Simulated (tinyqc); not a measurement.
p-i-n power rectifier, conductivity modulation at high injection: forward voltage and stored charge against the temperature.

A drift layer from x = -d to d (2 d = W) between ideal p+ and n+ emitters (no recombination in them). High injection, n = p, ambipolar diffusion with one lifetime; both mobilities scale as (T/300 K)^(-bt).

Nc and Nv are given at 350 K and scale as (T/350 K)^1.5; tau is held fixed. Triangular field at breakdown with Ec = Kc N^(1/8): BV = eps0 eps_r Ec^2/(2 q N), so N = (eps0 eps_r Kc^2/(2 q BV))^(4/3); W = 2 BV/Ec; mu = mud (T/300 K)^(-bt); rho = 1/(q mu N); ideal resistance rho W. Da = 2 mun mup Vt/(mun + mup), La = sqrt(Da tau), B = (mun - mup)/(mun + mup) with mun = mud (T/300 K)^(-bt), mup likewise; n(x) = (tau J/(2 q La)) [cosh(x/La)/sinh(d/La) - B sinh(x/La)/cosh(d/La)]. Ohmic drop: integral of J/(q (mun + mup) n); diffusion (Dember) drop Vt B ln(n(-d)/n(d)); both junctions together Vt ln(n(-d) n(d)/ni^2), ni = sqrt(Nc Nv) exp(-Eg/(2 Vt)), Eg in volts; V_F = the sum; stored charge q times the integral of n. Integrals on a fine grid. Peak reverse current if all stored charge left in a linear ramp without recombination (an upper bound): sqrt(2 a Q). Rows where n falls below the doping are left out.

Values chosen for this exercise; bulk values close to those of 4H silicon carbide:
- eps_r = 9.93 (relative permittivity)
- Kc = 23300 V/cm per (cm^-3)^(1/8) (critical-field constant)
- BV = 3400 V (rated breakdown voltage of the drift layer)
- mud = 818 cm^2/(V s) (drift mobility at 300 K)
- bt = 2.5 (temperature exponent of the drift mobility)
- mup = 107 cm^2/(V s) (hole mobility at 300 K)
- Eg = 3.16 eV (band gap)
- Nc = 2.14e19 cm^-3 (conduction-band density of states at the reference temperature)
- Nv = 3.15e19 cm^-3 (valence-band density of states at the reference temperature)
- J = 50 A/cm^2 (forward current density)
- a = 84 A/(cm^2 us) (ramp rate of the current at turn-off)
- tau = 3.3e-6 s (high-level lifetime)

Constants: q = 1.602176634e-19 C, kB = 1.380649e-23 J/K, Vt = kB T/q, eps0 = 8.8541878128e-14 F/cm where lengths are in cm. Results are converted to the units shown.

The same in every row: Q (uC/cm^2) = 165.0; sqrt(2 a Q) (A/cm^2) = 166.5.

Results:

| T (K) | d/La | drift drop, ohmic and diffusion (V) | junction drops (V) | V_F (V) | lowest n over N | J rho W (V) |
|---|---|---|---|---|---|---|
| 250 | 0.3635 | 0.005433 | 2.992 | 2.998 | 87.12 | 0.2434 |
| 290 | 0.4063 | 0.007795 | 2.955 | 2.963 | 85.89 | 0.3527 |
| 330 | 0.4476 | 0.01066 | 2.916 | 2.926 | 84.62 | 0.4873 |
| 410 | 0.5267 | 0.01797 | 2.835 | 2.853 | 81.97 | 0.8384 |
| 450 | 0.5648 | 0.02245 | 2.793 | 2.815 | 80.62 | 1.058 |
| 490 | 0.6021 | 0.02750 | 2.750 | 2.778 | 79.25 | 1.309 |

Estimate the missing row, T = 370 K.

Computed row:

| T (K) | d/La | drift drop, ohmic and diffusion (V) | junction drops (V) | V_F (V) | lowest n over N | J rho W (V) |
|---|---|---|---|---|---|---|
| 370 | 0.4877 | 0.01404 | 2.876 | 2.890 | 83.31 | 0.6486 |

With this row back in the table: V_F falls from 3.00 to 2.78 V; the drift drop rises from 0.00543 to 0.0275 V and the junction drops fall from 2.99 to 2.75 V. Where n exceeds a few 1e17 cm^-3, emitter and Auger recombination, left out here, lower n and change V_F.

tinyqc, about 0.01 s, one thread, Intel Xeon 2.30GHz (shared host): `OMP_NUM_THREADS=1 python tinyqc.py 2230109 2230110 out.jsonl`
